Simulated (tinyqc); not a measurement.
# Absorption coefficient and reflectance from two thicknesses

Inverse problem. With transparent contact layers the responsivity is (1 - Rf)(1 - exp(-al wi)) q lam/(h c). The second absorber is twice as thick as the first. Find al and Rf.

Values chosen for this exercise: wavelength lam = 1310 nm.

Constants: q = 1.602176634e-19 C, h = 6.62607015e-34 J s, c = 299792458 m/s. Results are converted to the units shown.

responsivity for wi = 1.1 and 2.2 um (A/W): 0.54560303  0.79463758

Solution. The ratio of the responsivities is 1 + exp(-al w1), which gives al; either value then gives 1 - Rf.

al = 7130 1/cm
Rf = 0.05000

Computed by the program tinyqc: `OMP_NUM_THREADS=1 python tinyqc.py 2250022 2250023 out.jsonl`, one thread of a shared Intel Xeon 2.30GHz, about 0.01 s for the whole run.
